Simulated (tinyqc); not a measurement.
Self-heating of a transistor with one or more fingers, with temperature-dependent conductivity. Changing the width of the heat source w. Computed by tinyqc, a small Python program. Command: `OMP_NUM_THREADS=1 python tinyqc.py 3007325 3007326 out.jsonl selfheat sweep`. One thread of a shared host (Intel(R) Xeon(R) Processor @ 2.30GHz), about 0.08 s of CPU time with the checks.

N long parallel fingers lie on the top face of a slab whose bottom is held at T_0; the top is otherwise insulated, and heat flows in two dimensions. P in W/mm is 1000 P in W/m.

Inputs (values chosen for the exercise, modelled on diamond): conductivity at the base temperature kappa_0 = 1500 W/(m K); power per gate width P = 8.6 W/mm; fingers N = 4; finger pitch s = 16 micrometre; substrate thickness t = 110 micrometre; phonon free path Lambda = 390 nm.

Power: power rises with temperature.

Method:
- A line source of power P on the top face raises the top at distance x by (P/(pi kappa_0)) g(x), g(x) = -ln tanh(pi x/(4 t)) (the image sum for the slab). On a strip of width w the centre sees the mean of g over the strip, g_0 = 1 + ln(8 t/(pi w)) for w much below t.
- theta_i = (P/(pi kappa_0)) [g_0 + sum over j != i of g(|i - j| s)], with equal powers and constant conductivity; thermal resistance = largest theta/P.
- Near a source smaller than the free path, Fourier's law overstates the flow. Rough estimate: a strip that emits phonons into a half space adds a resistance times area of 4 Lambda/(3 kappa_0), from the ballistic flux C v Delta T/4 with kappa_0 = C v Lambda/3, so Delta T_b = 4 Lambda P/(3 kappa_0 w); Knudsen number Lambda/w.

One run for each value; columns: (1) width of the heat source w (micrometre); (2) thermal resistance (K mm/W); (3) ballistic rise Delta T_b (K); (4) Delta T_b / largest theta; (5) Knudsen number:
```
(1)      (2)     (3)     (4)     (5)
0.03  3.3917  99.378  3.4070  13.000
0.06  3.2446  49.689  1.7808   6.500
0.12  3.0975  24.844  0.9327   3.250
0.24  2.9504  12.422  0.4896   1.625
0.49  2.7989   6.084  0.2528   0.796
0.99  2.6497   3.011  0.1322   0.394
2.00  2.5005   1.491  0.0693   0.195
4.00  2.3534   0.745  0.0368   0.098
```

Over the rows, thermal resistance (K mm/W) falls from 3.39 to 2.35 (exponent d ln y / d ln x -0.064 between the first rows and -0.087 between the last); ballistic rise Delta T_b (K) falls from 99.4 to 0.745 (exponent d ln y / d ln x about -1.0 throughout); Delta T_b / largest theta falls from 3.41 to 0.0368 (exponent d ln y / d ln x about -0.93 throughout). The exponent of ballistic rise Delta T_b stays at -1: the ballistic term goes as the flux P/w. The Fourier resistance grows only as ln(1/w), the ballistic term as 1/w, so the latter gains weight for narrow sources; it passes a tenth of the Fourier rise between w = 0.99 and 2.0 micrometre.

Caution (rows 0.0300, 0.0600, 0.120, 0.240, 0.490): the source is narrower than two phonon free paths, so the Fourier result understates the rise at the source.

Extremes, crossings and ranges named in words are read from the listed rows.
